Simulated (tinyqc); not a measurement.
# Changing the ground-state phonon hbar omega_g

Model: configuration-coordinate model of a defect: Huang-Rhys factor and luminescence line shape. Computed by tinyqc, a small Python program. Command: `OMP_NUM_THREADS=1 python tinyqc.py 3021492 3021493 out.jsonl ccline sweep`. One thread of a shared host (Intel(R) Xeon(R) Processor @ 2.30GHz), about 0.04 s of CPU time with the checks.

Ground state E_g(Q) = (1/2) omega_g^2 Q^2; excited state E_e(Q) = E_0 + (1/2) omega_e^2 (Q - dQ)^2 with omega_e = omega_g and E_0 = E_ZPL. Q is mass-weighted; the dipole does not depend on Q (Condon approximation).

Inputs (values chosen for the exercise, for a model defect in a wide-gap host): zero-phonon energy E_ZPL = 1.99 eV; displacement dQ = 2.6 u^(1/2) angstrom; temperature T = 120 K.

Modes: equal frequencies in both states.

Constants: hbar^2/u = 4.18015928e-03 eV angstrom^2; k_B = 8.617333262e-05 eV/K.

Method:
- S = hbar omega dQ^2/(2 hbar^2/u) for each state; relaxation energy S hbar omega; absorption at E_0 + S_e hbar omega_e, emission at E_0 - S_g hbar omega_g; the Stokes shift is their difference.
- Overlaps <m_e|n_g> of harmonic-oscillator functions (Hermite recursion, positive leading coefficients) by a sum over an even grid (700 points from x = -9 to 9 + d for the small table, 1500 points from -16 to 16 + d for the thermal sums), with x = Q sqrt(omega_g/hbar), d = sqrt(2 S_g) and frequency ratio omega_e/omega_g.
- Initial levels m = 0..24 carry Boltzmann weights exp(-m hbar omega_e/k_B T), normalised; final levels n = 0..79; a line lies at E_ZPL + m hbar omega_e - n hbar omega_g with weight w_m <m|n>^2. Moments are taken over these weights without the E^3 factor; FWHM = 2 sqrt(2 ln 2) x standard deviation; the zero-phonon weight is the sum of w_m <m|m>^2.

One run for each value:
```
ground-state phonon hbar omega_g (meV)     S_g  Stokes shift (eV)  FWHM from the second moment (eV)  zero-phonon weight
5.0                                      4.043            0.04043                           0.04861            0.060749
6.0                                      4.851            0.05822                           0.05858            0.049225
7.3                                      5.903            0.08618                           0.07173            0.035432
8.8                                      7.116            0.12523                           0.08723            0.022466
11.0                                     8.894            0.19568                           0.11072            0.009982
13.0                                    10.512            0.27330                           0.13298            0.004146
15.0                                    12.129            0.36386                           0.15621            0.001517
```

Over the rows, S_g rises from 4.04 to 12.1 (exponent d ln y / d ln x about 1.0 throughout); Stokes shift (eV) rises from 0.0404 to 0.364 (exponent d ln y / d ln x about 2.0 throughout); FWHM from the second moment (eV) rises from 0.0486 to 0.156 (exponent d ln y / d ln x 1.0 between the first rows and 1.1 between the last). The exponent of S_g stays at 1: S goes as omega at fixed dQ.  Left out: 4.10 (the level sums are not converged).
